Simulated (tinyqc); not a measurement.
From results back to parameters: two-node Weyl semimetal on a cubic lattice and its slab. Three cases, with inputs chosen for the exercise.

Problem. Along (0,0,kz) the levels of the bulk are -/+ |M|, M = tz (cos k0 - cos kz), with nodes at +/-k0, 0 < k0 < pi. The planes with M < 0, that is |kz| < k0, each carry a Chern number of size one. The gaps at kz = 0 and pi come from hidden tz and k0.

Find: tz; k0; |sigma_xy| = k0/pi.

Method. The gaps are 2 tz (1 - cos k0) and 2 tz (1 + cos k0): their sum is 4 tz, and the gap at pi less the gap at 0, over the sum, is cos k0.

Case 1.

gaps 2|M| (eV): kz = 0 0.30208, kz = pi 1.73792

Solution.

tz = 0.510 eV
k0 = 0.790 1/a
|sigma_xy| = k0/pi = 0.251 e^2/(h a)

Case 2.

gaps 2|M| (eV): kz = 0 1.29590, kz = pi 1.86410

Solution.

tz = 0.790 eV
k0 = 1.390 1/a
|sigma_xy| = k0/pi = 0.442 e^2/(h a)

Case 3.

gaps 2|M| (eV): kz = 0 2.19154, kz = pi 1.52846

Solution.

tz = 0.930 eV
k0 = 1.750 1/a
|sigma_xy| = k0/pi = 0.557 e^2/(h a)

Computed by tinyqc, one run a case: `OMP_NUM_THREADS=1 python tinyqc.py N N+1 out.jsonl` with N = 1480920, 1481246, 1481263; one thread of a shared Intel(R) Xeon(R) Processor @ 2.30GHz, about 0.2 s a run at most.
